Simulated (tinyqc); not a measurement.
What a measurement delay does to the time exponent: bias-temperature instability from a Gaussian distribution of capture and emission barriers. Computed by tinyqc, a small Python program. Command: `OMP_NUM_THREADS=1 python tinyqc.py 3020403 3020404 out.jsonl bti walk`. One thread of a shared host (Intel(R) Xeon(R) Processor @ 2.30GHz), about 0.01 s of CPU time with the checks.

Each trap has a capture time tau_0 exp(E_c/(k_B T)) under stress and an emission time tau_0 exp(E_e/(k_B T)) after it. E_c is Gaussian, and E_e = E_c + d with d Gaussian and independent. A trap counts as filled once t_s exceeds its capture time and as emptied once t_r exceeds its emission time.

Inputs (values chosen for the exercise, for a model p-channel transistor):
```
quantity                                      value        unit
shift with all traps filled V_max               230          mV
mean capture barrier at zero field mu_c        1.53          eV
spread of capture barriers sigma_c             0.34          eV
lowering of mu_c per field k_F                0.038  eV/(MV/cm)
oxide field F                                   4.5       MV/cm
mean of E_e - E_c at the stress field, delta  -0.36          eV
spread of E_e - E_c, sigma_d                    0.2          eV
time constant tau_0                           9e-10           s
temperature T                                    25           C
stress time t_s                                1000           s
```

Constants: k_B = 8.617333262e-05 eV/K.

Method:
- Demarcation energies E_s = k_B T ln(t_s/tau_0), E_r = k_B T ln(t_r/tau_0); mean barrier mu = mu_c - k_F F; z = (E_s - mu)/sigma_c; Phi is the standard normal distribution.
- Temperatures in kelvin are T(C) + 273.15.
- Shift without recovery dV0 = V_max Phi(z); local time exponent n = d ln dV0/d ln t_s = (k_B T/sigma_c) exp(-z^2/2)/(sqrt(2 pi) Phi(z)); apparent activation energy n E_s.
- Remaining shift dV = V_max int_(-infinity)^(E_s) g(E_c) [1 - Phi((E_r - E_c - delta)/sigma_d)] dE_c, g the Gaussian density of E_c (Gauss-Legendre, 120 points over 7 sigma_c below E_s).
- Columns: no delay, and delays of 1 us, 1 ms and 1 s.

mean barrier mu = 1.359 eV

Shift (mV):
```
t_s (s)   no delay    1 us    1 ms         1 s
1.00e+00     1.770   0.540   0.161  2.6283e-02
1.00e+01     2.818   1.120   0.398  7.9644e-02
1.00e+02     4.367   2.150   0.899  2.1869e-01
1.00e+03     6.588   3.847   1.865  5.4574e-01
1.00e+04     9.677   6.456   3.569  1.2418e+00
1.00e+05    13.845  10.227   6.338  2.5869e+00
1.00e+06    19.303  15.387  10.506  4.9557e+00
1.00e+07    26.238  22.121  16.360  8.7753e+00
```

What follows from these numbers?

Between 10 and 1000 s the apparent exponent is 0.184 without delay, 0.268 at 1 us, 0.335 at 1 ms and 0.418 at 1 s: a slow measurement loses more of a short stress than of a long one, which steepens the curve. Without delay the exponent falls from 0.202 to 0.133 over the table, so the growth is not a true power law. Caution: step-function filling and one Gaussian population are simplifications; real devices show several populations.
